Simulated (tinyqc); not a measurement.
Inside a calculation. Model: donor binding, ionisation and the Mott limit.

tinyqc, about 0.01 s, one thread, Intel Xeon 2.30GHz (shared host): `OMP_NUM_THREADS=1 python tinyqc.py 2330097 2330098 out.jsonl` Printed values are rounded.

Hydrogenic donor: Ry = (m0 q^3/(8 eps0^2 h^2)) me/eps_r^2 in eV, E0 = cc Ry, radius a = q/(8 pi eps0 eps_r E0), Mott density Nm = (0.26/a)^3. Below Nm the level sinks as Ed = E0 [1 - (N/Nm)^(1/3)]. Neutrality: Nc F12(eta) = N/(1 + 2 exp(eta + Ed/kB T)), F12(x) = (2/sqrt(pi)) int_0^infinity sqrt(u)/(1 + exp(u - x)) du.

Parameters, values chosen for the exercise; band and dielectric values close to those of germanium:
- T = 100 K (temperature)
- eps_r = 16 (relative permittivity)
- me = 0.12 m0 (mass in the hydrogenic formula, set independently of Nc)
- Nc = 2.02e18 cm^-3 (conduction-band density of states at 100 K)
- cc = 1 (ratio of the true binding energy to the hydrogenic one)
- N = 2.5e16 cm^-3 (donor density)

Constants: q = 1.602176634e-19 C, kB = 1.380649e-23 J/K, eps0 = 8.8541878128e-12 F/m, h = 6.62607015e-34 J s, m0 = 9.1093837015e-31 kg, Vt = kB T/q. Results are converted to the units shown.

Range of the model: A sharp level with degeneracy 2 overstates freeze-out near Nm, where the impurity band broadens and merges with the conduction band.

## Binding energy, radius and Mott density

The mean spacing of the donors is N^(-1/3).

Ry = 6.377669 meV
E0 = 6.377669 meV
a = 7.055696 nm
Nm = 5.003806e16 cm^-3
spacing over a = 4.847079
Ed = 1.316993 meV

## Ionisation

Solve the neutrality equation for eta. Boltzmann form: with k = (Nc/2) exp(-Ed/kB T) the ionised share is [-k + sqrt(k^2 + 4 k N)]/(2 N).

eta = -4.415502
ionised share = 97.26025 %
n = 2.431506e16 cm^-3
ionised share, Boltzmann form = 97.27127 %

With the level held at E0 the share would be 95.3 %.
